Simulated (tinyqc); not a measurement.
Worked calculation: tight binding, kagome lattice. Computed by tinyqc, a small Python program that keeps every step. Settings: t1 = 0.95, t2 = 0.95, delta = 0, bands filled = 1. Command: `OMP_NUM_THREADS=1 python tinyqc.py 28015 28016 out.jsonl` (the two numbers bound the seeds that draw the settings). One thread of a shared host (Intel(R) Xeon(R) Processor @ 2.60GHz), about 0.01 s of CPU time with the checks.

## Bloch Hamiltonian at k

Parameters chosen for this model:

| parameter | value | unit |
|---|---|---|
| t1 | 0.950000 | eV, up triangles |
| t2 | 0.950000 | eV, down triangles |
| delta | 0 | eV on site C |

k point k (fractions of the reciprocal vectors): -0.470000  0.450000

H_AB = -t1 - t2 exp(-i k.a1), H_AC = -t1 - t2 exp(-i k.a2), H_BC = -t1 - t2 exp(i k.(a1 - a2)), H_CC = delta.

H(k) at k (eV):
```
                     A                    B                    C
A             0.000000  -0.016827-0.178012i  -0.046496+0.293566i
B  -0.016827+0.178012i             0.000000  -1.782491-0.457666i
C  -0.046496-0.293566i  -1.782491+0.457666i             0.000000
```

## Levels at k

Diagonalise the Hermitian matrix.

eigenvalues (eV): -1.844175  -0.055825  1.900000

weights |c|^2 of the basis functions:
```
     band 1    band 2    band 3
A  0.002128  0.967384  0.030489
B  0.494727  0.024366  0.480907
C  0.503146  0.008250  0.488605
```

## Bloch Hamiltonian at K

k point K (fractions of the reciprocal vectors): 0.333333  0.666667

As before.

H(k) at K (eV):
```
                     A                    B                    C
A             0.000000  -0.475000+0.822724i  -0.475000-0.822724i
B  -0.475000-0.822724i             0.000000  -0.475000+0.822724i
C  -0.475000+0.822724i  -0.475000-0.822724i             0.000000
```

## Levels at K

As before.

eigenvalues (eV): -0.950000  -0.950000  1.900000

## Bands along a path

The same steps at evenly spaced points between the labelled ones.

Bands along the path (eV):

| k | band 1 | band 2 | band 3 |
|---|---|---|---|
| G | -3.800000 | 1.900000 | 1.900000 |
| G-K 0.33 | -3.355484 | 1.455484 | 1.900000 |
| G-K 0.67 | -2.229932 | 0.329932 | 1.900000 |
| K | -0.950000 | -0.950000 | 1.900000 |
| K-M 0.33 | -1.455484 | -0.444516 | 1.900000 |
| K-M 0.67 | -1.785416 | -0.114584 | 1.900000 |
| M | -1.900000 | 0 | 1.900000 |
| M-K' 0.33 | -1.785416 | -0.114584 | 1.900000 |
| M-K' 0.67 | -1.455484 | -0.444516 | 1.900000 |
| K' | -0.950000 | -0.950000 | 1.900000 |

With 1 band(s) filled, the highest filled level on these points lies at K' and the lowest empty one at K': the bands touch or overlap, so there is no gap.
